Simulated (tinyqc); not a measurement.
p-i-n power rectifier, conductivity modulation at high injection: two steps of the calculation.

A drift layer from x = -d to d (2 d = W) between ideal p+ and n+ emitters (no recombination in them). High injection, n = p, ambipolar diffusion with one lifetime; both mobilities scale as (T/300 K)^(-bt).

Inputs (values chosen for the exercise); bulk values close to those of gallium nitride:
- T = 400 K (temperature)
- mud = 924 cm^2/(V s) (drift mobility at 300 K)
- bt = 2.2 (temperature exponent of the drift mobility)
- mup = 25.9 cm^2/(V s) (hole mobility at 300 K)
- Eg = 3.33 eV (band gap)
- Nc = 3.54e18 cm^-3 (conduction-band density of states at T)
- Nv = 7.08e19 cm^-3 (valence-band density of states at T)
- J = 50 A/cm^2 (forward current density)
- tau = 3.1e-5 s (high-level lifetime)

Constants: q = 1.602176634e-19 C, kB = 1.380649e-23 J/K, Vt = kB T/q. Results are converted to the units shown.

Task 1. Carrier profile. Da = 2 mun mup Vt/(mun + mup), La = sqrt(Da tau), B = (mun - mup)/(mun + mup) with mun = mud (T/300 K)^(-bt), mup likewise; n(x) = (tau J/(2 q La)) [cosh(x/La)/sinh(d/La) - B sinh(x/La)/cosh(d/La)]. 9 equal steps.

W = 64.167497 um

Give: Da; La; B; x; n.

Result 1.

Da = 0.92234 cm^2/s
La = 53.472 um
B = 0.94547

| point | x (um) | n (cm^-3) |
|---|---|---|
| 0 | -32.084 | 2.1437e18 |
| 1 | -24.954 | 1.9275e18 |
| 2 | -17.824 | 1.7455e18 |
| 3 | -10.695 | 1.5946e18 |
| 4 | -3.565 | 1.4722e18 |
| 5 | 3.565 | 1.3759e18 |
| 6 | 10.695 | 1.3041e18 |
| 7 | 17.824 | 1.2556e18 |
| 8 | 24.954 | 1.2294e18 |
| 9 | 32.084 | 1.2251e18 |

d/La = 0.600.

Task 2. Forward voltage and stored charge. Ohmic drop: integral of J/(q (mun + mup) n); diffusion (Dember) drop Vt B ln(n(-d)/n(d)); both junctions together Vt ln(n(-d) n(d)/ni^2), ni = sqrt(Nc Nv) exp(-Eg/(2 Vt)), Eg in volts; V_F = the sum; stored charge q times the integral of n. Trapezoid rule; mun and mup scale as (T/300 K)^(-bt).

| point | x (um) | n (cm^-3) |
|---|---|---|
| 0 | -32.083749 | 2.1437347e18 |
| 1 | -24.954027 | 1.9274654e18 |
| 2 | -17.824305 | 1.7455141e18 |
| 3 | -10.694583 | 1.5946411e18 |
| 4 | -3.564861 | 1.4721604e18 |
| 5 | 3.564861 | 1.3758910e18 |
| 6 | 10.694583 | 1.3041191e18 |
| 7 | 17.824305 | 1.2555666e18 |
| 8 | 24.954027 | 1.2293691e18 |
| 9 | 32.083749 | 1.2250602e18 |

B = 0.94546794

Wanted: ohmic drop; diffusion drop; junction drops; V_F; stored charge.

Result 2.

ohmic drop = 0.002710 V
diffusion drop = 0.01824 V
junction drops = 3.173 V
V_F = 3.194 V
stored charge = 1552 uC/cm^2

Computed by the program tinyqc: `OMP_NUM_THREADS=1 python tinyqc.py 2230063 2230064 out.jsonl`, one thread of a shared Intel Xeon 2.30GHz, about 0.01 s for the whole run.
